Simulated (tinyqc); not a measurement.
Long-channel MOSFET, surface-potential model: two steps of the calculation.

n-channel transistor on a uniformly doped p-type body, gradual-channel approximation, constant mobility, Boltzmann statistics, full ionisation. Potentials are counted from the neutral body; V is the electron quasi-Fermi potential, Vsb at the source and Vsb + Vds at the drain. Charges are magnitudes per area.

Inputs (values chosen for the exercise); material values close to those of silicon: temperature T = 300 K; flat-band voltage Vfb = -0.72 V; channel mobility mu = 350 cm^2/(V s); gate width W = 2 um; gate length L = 0.5 um; source-body reverse bias Vsb = 2 V; gate-source voltage Vgs = 0.55 V; drain-source voltage Vds = 0.1 V.

Constants: q = 1.602176634e-19 C, kB = 1.380649e-23 J/K, Vt = kB T/q. Results are converted to the units shown.

Question 1. Charges and current of the charge-sheet model. psi_0 and psi_L solve Vgs + Vsb - Vfb - psi = gamma sqrt(G) at V = Vsb and Vsb + Vds. Qi = Cox gamma [sqrt(G) - sqrt(psi - Vt)], G = psi - Vt + Vt exp((psi - 2 phiF - V)/Vt), at both ends. With U = Vgs + Vsb - Vfb: drift = mu (W/L) Cox [U (psi_L - psi_0) - (psi_L^2 - psi_0^2)/2 - (2/3) gamma ((psi_L - Vt)^1.5 - (psi_0 - Vt)^1.5)]; diffusion = mu (W/L) Vt (Qi0 - QiL).

psi_0 = 2.9126197 V
psi_L = 2.9133398 V
phiF = 0.46553358 V
Cox = 2.2932346 uF/cm^2
gamma = 0.20988150 V^0.5

Give: Qi0; QiL; drift current; diffusion current; drain current.

Answer 1.

Qi0 = 1.792 nC/cm^2
QiL = 0.03854 nC/cm^2
drift current = 9.226e-4 uA
diffusion current = 0.06346 uA
drain current = 0.06438 uA

Drift carries 1.43 % of the current.

Question 2. Pao-Sah current by Simpson's rule. I = mu (W/L) integral of Qi dV; Simpson's rule on the 9 points, step Vds/8, weights 1, 4, 2, ..., 4, 1 times step/3.

Qi, Pao-Sah, point 0 to 8 (nC/cm^2): [1.7999776, 1.1222498, 0.69681938, 0.43153255, 0.26680424, 0.16478835, 0.10171470, 0.062758076, 0.038712359]

Give: Pao-Sah current.

Answer 2.

Pao-Sah current = 0.06472 uA

Gauss-Legendre quadrature on many points gives 0.06470 uA, so this value is 0.024 % above it; the charge-sheet current, 0.06438 uA, is 0.50 % below it.

Numbers from tinyqc (`OMP_NUM_THREADS=1 python tinyqc.py 2360145 2360146 out.jsonl`; about 0.07 s on one thread of a shared Intel Xeon 2.30GHz).
